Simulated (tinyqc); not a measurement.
# Strained alloy layer of GaSb and GaAs on (001) InP, model-solid band line-up: gaps, strain and offsets against composition

The layer is x parts of the first compound and 1 - x of the second, grown coherently on the third as substrate and barrier. Rows of the table: lattice constant a, average valence level Ea on an absolute scale, spin-orbit splitting so, gaps at Gamma, X and L, hydrostatic deformation potentials av and ac (Gamma), shear potential b, elastic constants, electron and heavy-hole (along z) masses. All are interpolated linearly in x; gaps get -C x (1 - x), taken wholly in the conduction band; real line-ups can differ from this model by 0.1 eV or more.

In-plane strain e = (a_substrate - a)/a, e_z = -2 (c12/c11) e, volume change 2 e + e_z. With v = 2 e + e_z and d = 2 b (e_z - e): Eav = Ea + av v; E_hh = Eav + so/3 - d/2; E_lh = Eav - so/6 + d/4 + sqrt(so^2 + so d + 9 d^2/4)/2; E_c = Ea + so/3 + EG + ac v (Gamma). Substrate: E_v = Ea + so/3, E_c = E_v + EG. Well depths: dEc = E_c(substrate) - E_c, dEhh = E_hh - E_v(substrate), dElh likewise; strained Gamma gap E_c - max(E_hh, E_lh); positive values confine carriers in the layer. Matthews-Blakeslee for 60-degree dislocations in a single layer: hc = k (ln(hc/bv) + 1), k = bv (1 - nu/4)/(4 pi |e| (1 + nu)), nu = c12/(c11 + c12), bv = a/sqrt(2); the larger root. The valence offset is the larger of dEhh and dElh; a dash marks |e| under 0.02 % or no root.

Parameters, values chosen for the exercise:
```
symbol  value  unit                  meaning
CG       1.43    eV  bowing of the Gamma gap
CX        1.2    eV      bowing of the X gap
CL        1.2    eV      bowing of the L gap
```

Binary compounds, values chosen for the exercise:
```
	close to GaSb	close to GaAs	close to InP
a (angstrom)	6.096	5.653	5.869
Ea (eV)	-6.25	-6.92	-7.04
so (eV)	0.75	0.339	0.111
EG (eV)	0.728	1.42	1.34
EX (eV)	1.04	1.92	2.22
EL (eV)	0.822	1.71	1.91
av (eV)	0.796	1.16	1.26
ac (eV)	-6.8	-7.07	-5.07
b (eV)	-2	-1.72	-1.71
c11 (GPa)	88.5	117	102
c12 (GPa)	40.7	54.1	56.9
me (m0)	0.0395	0.0671	0.0795
mh (m0)	0.248	0.349	0.537
```

Result of one run:
```
e (%)	relaxed Gamma gap (eV)	lower of X and L gaps (eV)	strained Gamma gap (eV)	E_hh - E_lh (meV)	dEc (eV)	valence offset (eV)	hc (nm)
0.8187	0.8201	1.090	0.7178	-60.65	0.07863	0.5436	12.3
```

Which fraction of the first compound in the layer x gave this result: 0.38, 0.44, 0.62, 0.69 or 0.75?

x = 0.38.

The whole series:
```
x	e (%)	relaxed Gamma gap (eV)	lower of X and L gaps (eV)	strained Gamma gap (eV)	E_hh - E_lh (meV)	dEc (eV)	valence offset (eV)	hc (nm)
0.25	1.826	0.9789	1.263	0.7422	-141.0	0.1010	0.4969	4.12
0.31	1.359	0.8996	1.178	0.7264	-103.0	0.09641	0.5172	6.25
0.38	0.8187	0.8201	1.090	0.7178	-60.65	0.07863	0.5436	12.3
0.44	0.3605	0.7632	1.024	0.7189	-26.16	0.05274	0.5684	34.7
0.5	-0.09362	0.7165	0.9660	0.7211	6.655	0.01700	0.6019	174
0.56	-0.5436	0.6801	0.9170	0.7067	37.83	-0.02858	0.6619	21.0
0.62	-0.9896	0.6541	0.8767	0.7016	67.42	-0.08403	0.7224	9.80
0.69	-1.505	0.6366	0.8406	0.7078	100.1	-0.1612	0.7934	5.60
0.75	-1.942	0.6329	0.8190	0.7233	126.5	-0.2380	0.8547	3.92
```

The relaxed Gamma gap falls from 0.979 to 0.633 eV and the strained one moves up and down between 0.702 and 0.742 eV. The lattice matches the substrate at x = 0.488; the heavy hole is on top where the layer is compressed (e < 0) and the light hole where it is stretched. dEc falls from 0.101 to -0.238 eV and the valence offset rises from 0.497 to 0.855 eV. At the largest strain listed, -1.94 %, strain changes the gap by 90.4 meV.

Numbers from tinyqc (`OMP_NUM_THREADS=1 python tinyqc.py 2690119 2690120 out.jsonl`; about 0.01 s on one thread of a shared Intel Xeon 2.30GHz).
